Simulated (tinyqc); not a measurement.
CMOS inverter, nodal equation and switching: two steps of the calculation.

An n-channel pull-down (bn, VTn) and a p-channel pull-up (bp, VTp) share the input Vin and the output node Vout, which carries the load C. Transistor (EKV form, voltages against the body): I = 2 n b Vt^2 [F(vp - Vs) - F(vp - Vd)] from drain to source, F(v) = ln^2(1 + exp(v/(2 Vt))), vp = (Vg - VT + sg |Vd - Vs|)/n. n-channel bodies are at 0; for the p-channel device all voltages are counted down from Vdd. b in uA/V^2 gives I in uA. Static: In = Ip. Transient: C dVout/dt = Ip - In. No velocity saturation, no gate capacitance beyond C.

Values chosen for this exercise: temperature T = 300 K; supply voltage Vdd = 0.7 V; slope factor n = 1.22; drain-induced barrier lowering sg = 0.033; n-channel threshold VTn = 0.37 V; p-channel threshold (magnitude) VTp = 0.31 V; gain factor of the pull-down transistor bn = 630 uA/V^2; gain factor of the pull-up transistor bp = 820 uA/V^2; load capacitance C = 3.2 fF; input voltage Vin = 0.3 V; time step dt = 9 ps.

Constants: q = 1.602176634e-19 C, kB = 1.380649e-23 J/K, Vt = kB T/q. Results are converted to the units shown.

Question 1. Output voltage by Newton steps. f = In - Ip at (Vin, Vout); G = df/dVout by a central difference with +/- 1e-6 V; Vout(new) = Vout - f/G.

Vout after iteration 1 = 2.2562466 V

Wanted: In; Ip; G; Vout after iteration 2.

Answer 1.

In = 0.54612 uA
Ip = -1391.2 uA
G = 1715.5 uS
Vout after iteration 2 = 1.4450 V

The value that enters this step is an overshoot, farther from the solution than the start was, so its intermediate quantities are not physical.

Question 2. One time step of the falling output. The input steps to Vdd at t = 0; I = In - Ip. Trapezoidal rule: V(new) = V - (dt/C)[I(V) + I(V(new))]/2, solved for V(new); 1 ps uA/fF = 1 mV.

Vout after step 1 = 0.61009597 V

Find: I(V); I(V(new)); Vout after step 2.

Answer 2.

I(V) = 31.697 uA
I(V(new)) = 31.174 uA
Vout after step 2 = 0.52168 V

tinyqc, about 0.06 s, one thread, Intel Xeon 2.30GHz (shared host): `OMP_NUM_THREADS=1 python tinyqc.py 2340161 2340162 out.jsonl`
